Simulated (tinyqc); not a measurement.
Inversion-layer mobility, back-scattering and ballistic limit of a field-effect transistor. From current I/W back to channel length L. Computed by tinyqc, a small Python program. Command: `OMP_NUM_THREADS=1 python tinyqc.py 3014221 3014222 out.jsonl mos inv`. One thread of a shared host (Intel(R) Xeon(R) Processor @ 2.30GHz), about 0.02 s of CPU time with the checks.

The charge at the top of the source barrier is fixed by the gate; series resistance and short-channel effects are left out. F_j are Fermi integrals normalised to exp(eta) in the classical limit.

Inputs (values chosen for the exercise, modelled on a 4H-SiC n-channel): transport mass m = 0.29 m_0; valley degeneracy g_v = 3; weight w of the inversion charge = 0.5; permittivity eps = 9.7; phonon mobility at 1 MV/cm and 300 K, mu_ph = 92 cm^2/(V s); roughness mobility at 1 MV/cm, mu_sr = 63 cm^2/(V s); Coulomb mobility at N_inv = 1e12/cm^2, mu_C = 20 cm^2/(V s); electrical oxide thickness t_inv = 2.6 nm; depletion charge N_dep = 7.4e+11 1/cm^2; gate overdrive V_G - V_T = 0.11 V; drain voltage V_D = 0.75 V; exponent a of the critical length = 0.63; temperature T = 400 K.

Statistics at the top of the barrier: non-degenerate.

Constants: eps_0 = 8.8541878128e-12 F/m; e = 1.602176634e-19 C; m_0 = 9.1093837015e-31 kg; k_B = 1.380649e-23 J/K; hbar = 1.054571817e-34 J s; k_B = 8.617333262e-05 eV/K.

Method:
- N_inv = 3.9 eps_0 (V_G - V_T)/(e t_inv); effective field E_eff = e (N_dep + w N_inv)/(eps eps_0).
- mu_phonon = mu_ph (E_eff/1 MV/cm)^(-0.3) (T/300 K)^(-1.75); mu_rough = mu_sr (E_eff/1 MV/cm)^(-2); mu_Coulomb = mu_C (N_inv/1e12 cm^-2) (T/300 K); Matthiessen's rule adds 1/mu.
- Non-degenerate: every F_j(eta) is replaced by exp(eta).
- Ballistic channel: N_2D = g_v m k_B T/(pi hbar^2), U = e V_D/(k_B T); eta_F solves N_inv = (N_2D/2)[F_0(eta_F) + F_0(eta_F - U)]; v_T = sqrt(2 k_B T/(pi m)); I/W = e (N_2D/2) v_T [F_1/2(eta_F) - F_1/2(eta_F - U)]; injection velocity v_T F_1/2(eta_F)/F_0(eta_F).
- Mean free path lambda = (2 k_B T/e)(mu/v_T) F_0(eta_0)/F_-1/2(eta_0), with eta_0 from N_inv = N_2D F_0(eta_0); critical length l = L (1 + U)^(-a), an empirical rule; back-scattering r = l/(l + lambda). Then eta solves N_inv = (N_2D/2)[(1 + r) F_0(eta) + (1 - r) F_0(eta - U)] and I/W = e (N_2D/2) v_T (1 - r)[F_1/2(eta) - F_1/2(eta - U)].
- Ballistic ratio: I over the ballistic current. Apparent mobility 1/(1/mu + 1/mu_B), mu_B = mu L/lambda.

Problem. A run gave the result below. Find the channel length L, known to lie between 390 and 1000 nm.

current I/W = 1.205088 microampere/micrometre

Solution.

Each step takes the trial c = (a f_b - b f_a)/(f_b - f_a), f being the result less the target and a, b, c the logarithms of the listed values; c replaces end b, the old b replaces a if the sign of f changed, and otherwise f_a is halved.

Scan of the range:
```
channel length L (nm)  current I/W (microampere/micrometre)
390                                                 1.71464
456                                                 1.46863
534                                                 1.25571
624                                                 1.07575
731                                                 0.91915
855                                                 0.78647
1000                                                0.67289
```

False position (Illinois rule, in the logarithm of the input) inside the bracket:
```
step    end a    end b    trial  current I/W (microampere/micrometre)
1     534.000  624.000  557.917                               1.20226
2     534.000  557.917  555.468                               1.20752
3     557.917  555.468  556.601                               1.20509
4     555.468  556.601  556.600                               1.20509
5     555.468  556.600  556.600                               1.20509
6     556.600  556.600  556.600                               1.20509
```

Current I/W falls at every point of a 13-point scan of the range (every second point is shown), so one value fits; it is bracketed by 534 and 624. Answer: channel length L = 556.6 nm.

Caution: the current exceeds the long-channel drift law, so the empirical rule for l, meant for short channels, is too generous here.
